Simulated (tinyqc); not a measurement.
Inside a calculation. Method: sp3 tight binding, zinc-blende lattice. Computed by tinyqc, a small Python program that keeps every step. Command: `OMP_NUM_THREADS=1 python tinyqc.py 20338 20339 out.jsonl` (the two numbers bound the seeds that draw the settings). One thread of a shared host (Intel(R) Xeon(R) Processor @ 2.60GHz), about 0.01 s of CPU time with the checks.

## Bloch Hamiltonian at k

Parameters chosen for this model: zinc-blende lattice, anion at 0, cation at a/4 (1,1,1); V = eta hbar^2 / (m d^2), hbar^2/m = 7.619964 eV angstrom^2:
```
parameter          value      unit
a               6.470000  angstrom
d               2.801592  angstrom
Es anion      -11.150000        eV
Ep anion       -6.290000        eV
Es cation     -11.150000        eV
Ep cation      -6.290000        eV
eta ss         -1.400000
eta sp          1.840000
eta pp sigma    3.240000
eta pp pi      -0.810000
V ss           -1.359162        eV
V sp            1.786327        eV
V pp sigma      3.145488        eV
V pp pi        -0.786372        eV
```

k point k (2 pi / a): 0.690000  0.730000  0.070000

Slater-Koster rules over the four bonds with direction cosines (l, m, n): ss V_ss; s-px l V_sp; px-s -l V_sp; px-px l^2 V_pps + (1 - l^2) V_ppp; px-py l m (V_pps - V_ppp); each times exp(i k.d).

H(k) at k (eV), lower triangle (Hermitian):
```
                      a s                 a px                 a py                 a pz
a s            -11.150000
a px             0.000000            -6.290000
a py             0.000000             0.000000            -6.290000
a pz             0.000000             0.000000             0.000000            -6.290000
c s   -1.040558-0.480531i   0.193061+1.491254i   0.164636+1.748723i   3.302762+0.087170i
c px  -0.193061-1.491254i   0.401358+0.185348i  -4.197144-0.110776i  -0.209219-2.222273i
c py  -0.164636-1.748723i  -4.197144-0.110776i   0.401358+0.185348i  -0.245341-1.895083i
c pz  -3.302762-0.087170i  -0.209219-2.222273i  -0.245341-1.895083i   0.401358+0.185348i

             c s       c px       c py       c pz
c s   -11.150000
c px    0.000000  -6.290000
c py    0.000000   0.000000  -6.290000
c pz    0.000000   0.000000   0.000000  -6.290000
```

## Levels at k

Diagonalise the Hermitian matrix.

eigenvalues (eV): -14.100666  -13.057149  -11.679994  -10.910530  -4.633588  -3.206051  -1.668354  -0.783667

weights |c|^2 of the basis functions:
```
        band 1    band 2    band 3    band 4    band 5    band 6    band 7    band 8
a s   0.413888  0.308259  0.017621  0.000079  0.177071  0.081172  0.000042  0.001869
a px  0.018974  0.034760  0.166182  0.255909  0.025150  0.039673  0.261983  0.197369
a py  0.024165  0.039316  0.156181  0.242956  0.041129  0.071377  0.235755  0.189122
a pz  0.042973  0.117665  0.160017  0.001056  0.256651  0.307778  0.002219  0.111640
c s   0.413888  0.308259  0.017621  0.000079  0.177071  0.081172  0.000042  0.001869
c px  0.018974  0.034760  0.166182  0.255909  0.025150  0.039673  0.261983  0.197369
c py  0.024165  0.039316  0.156181  0.242956  0.041129  0.071377  0.235755  0.189122
c pz  0.042973  0.117665  0.160017  0.001056  0.256651  0.307778  0.002219  0.111640
```

## Bloch Hamiltonian at X

k point X (2 pi / a): 1  0  0

As before.

H(k) at X (eV), lower triangle (Hermitian):
```
                     a s                a px                a py                a pz
a s           -11.150000
a px            0.000000           -6.290000
a py            0.000000            0.000000           -6.290000
a pz            0.000000            0.000000            0.000000           -6.290000
c s             0.000000  0.000000+4.125345i            0.000000            0.000000
c px  0.000000-4.125345i            0.000000            0.000000            0.000000
c py            0.000000            0.000000            0.000000  0.000000-5.242481i
c pz            0.000000            0.000000  0.000000-5.242481i            0.000000

             c s       c px       c py       c pz
c s   -11.150000
c px    0.000000  -6.290000
c py    0.000000   0.000000  -6.290000
c pz    0.000000   0.000000   0.000000  -6.290000
```

## Levels at X

As before.

eigenvalues (eV): -13.507836  -13.507836  -11.532481  -11.532481  -3.932164  -3.932164  -1.047519  -1.047519

## Bands along a path

The same steps at evenly spaced points between the labelled ones.

Bands along the path (eV):
```
k             band 1      band 2      band 3      band 4     band 5     band 6     band 7     band 8
L         -14.867709  -13.174932   -9.959737   -9.959737  -5.740729  -2.620263  -2.620263  -1.096629
L-G 0.25  -15.341764  -12.418606   -9.774072   -9.774072  -5.681390  -2.805928  -2.805928  -1.438240
L-G 0.50  -15.992049  -10.952132   -9.278674   -9.278674  -5.557056  -3.301326  -3.301326  -2.378764
L-G 0.75  -16.432790   -9.328845   -8.682820   -8.682820  -5.532308  -3.897180  -3.897180  -3.586057
G         -16.586647   -8.386992   -8.386992   -8.386992  -5.713353  -4.193008  -4.193008  -4.193008
G-X 0.25  -16.380025   -9.078956   -9.078956   -9.073324  -5.281237  -4.145413  -3.501044  -3.501044
G-X 0.50  -15.770450  -10.465647  -10.282554  -10.282554  -4.612860  -4.031042  -2.297446  -2.297446
G-X 0.75  -14.791757  -12.018409  -11.199451  -11.199451  -4.143561  -3.926274  -1.380549  -1.380549
X         -13.507836  -13.507836  -11.532481  -11.532481  -3.932164  -3.932164  -1.047519  -1.047519
X-W 0.25  -13.507836  -13.507836  -11.532481  -11.532481  -3.932164  -3.932164  -1.047519  -1.047519
X-W 0.50  -13.507836  -13.507836  -11.532481  -11.532481  -3.932164  -3.932164  -1.047519  -1.047519
X-W 0.75  -13.507836  -13.507836  -11.532481  -11.532481  -3.932164  -3.932164  -1.047519  -1.047519
W         -13.507836  -13.507836  -11.532481  -11.532481  -3.932164  -3.932164  -1.047519  -1.047519
```

With 4 band(s) filled, the highest filled level on these points lies at G and the lowest empty one at L: a gap of 2.6463 eV, indirect.
